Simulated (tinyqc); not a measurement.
Out-diffusion of a doped substrate or buried layer into a growing epitaxial film: one step, computed by the program tinyqc. Command: `OMP_NUM_THREADS=1 python tinyqc.py 3017280 3017281 out.jsonl buried walk`. One thread of a shared host (Intel(R) Xeon(R) Processor @ 2.30GHz), about 0.01 s of CPU time with the checks.

x is counted from the original substrate surface into the film, whose surface moves as x = v t. Substrate dopant has one diffusivity; the dopant of the film is taken as uniform.

Question. Profile in the film. After growth and the later budget: l2 = 2 sqrt(D t + (Dt)2); C(x) = (C_s/2) erfc(x/l2) + share x C_s exp(-x/decay length) for x > 0 (autodoping taken as unchanged by the later budget). The transition x_t solves C(x) = C_e, where the total doping is twice the intended value. Positions are 0.05, 0.2, 0.4, 0.6, 0.8, 1, 1.25 and 1.5 of x_t with autodoping (any beyond the film thickness are formal); net doping = C + C_e.

Inputs (values chosen for the exercise, modelled on boron in silicon):
```
quantity,value,unit
substrate concentration C_s,5.4e+19,1/cm^3
film doping C_e,4.9e+15,1/cm^3
growth temperature T,1150,C
"autodoping level at the start, as a share of C_s",0.0005,-
decay length of autodoping,0.2,um
```

Film doping: same type as the substrate.

x_t with autodoping = 1.673817 um

length l2 = 0.6322793 um

Give: Concentrations (1/cm^3).

Answer.

Concentrations (1/cm^3):
```
x/x_t,x (um),diffusion,autodoping,net doping
0.05,0.08,2.30e+19,1.78e+16,2.30e+19
0.20,0.33,1.23e+19,5.06e+15,1.23e+19
0.40,0.67,3.62e+18,9.50e+14,3.63e+18
0.60,1.00,6.67e+17,1.78e+14,6.72e+17
0.80,1.34,7.41e+16,3.34e+13,7.90e+16
1.00,1.67,4.89e+15,6.26e+12,9.80e+15
1.25,2.09,7.75e+13,7.73e+11,4.98e+15
1.50,2.51,5.29e+11,9.54e+10,4.90e+15
```

Caution: the substrate doping is comparable to or above the intrinsic density at growth temperature, so the diffusivity may be higher on that side.
